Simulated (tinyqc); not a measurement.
Formation energy of a charged point defect from supercell energies: one step, computed by the program tinyqc.

The host is a compound AB. Making the defect adds n_A = -1, n_B = 0 atoms to the cell. All total energies are inputs. E_F is counted from the valence-band maximum (VBM); x = 0 is A-rich and x = 1 B-rich growth.

Question. Formation energies at E_F = 0. E_f(q, E_F) = [E(defect, q) - E(host)] - sum n_i mu_i + q (E_VBM + dV + E_F) + E_corr(q).

Inputs (values chosen for the exercise, with gap and screening modelled on InP):

| quantity | value | unit |
|---|---|---|
| gap E_g | 1.38 | eV |
| E_VBM of the host cell | 4.083 | eV |
| potential alignment dV | 0.099 | eV |
| dielectric constant eps | 12.9 | - |
| cell length L | 14.4 | angstrom |

Defect: vacancy of A. Supercell lattice: fcc.

charge states q: 2  1  0  -1  -2

E(defect, q) - E(host), in the order of q (eV): -6.372  -1.25  3.439  8.712  13.767

sum n_i mu_i = 2.15769 eV

E_corr (eV): (q=+2) 0.4477846, (q=+1) 0.1119462, (q=0) 0.0000000, (q=-1) 0.1119462, (q=-2) 0.4477846

Give: E_f(q, 0).

Answer.

E_f(q, 0) (eV): (q=+2) 0.2821, (q=+1) 0.8863, (q=0) 1.2813, (q=-1) 2.4843, (q=-2) 3.6931

Caution: the largest image-charge correction in these energies, q^2 alpha e^2/(8 pi eps_0 eps L) with alpha = 2.888282, exceeds a quarter of the gap; the point-charge term alone is then a rough estimate, usually too large for a charge that is spread out.
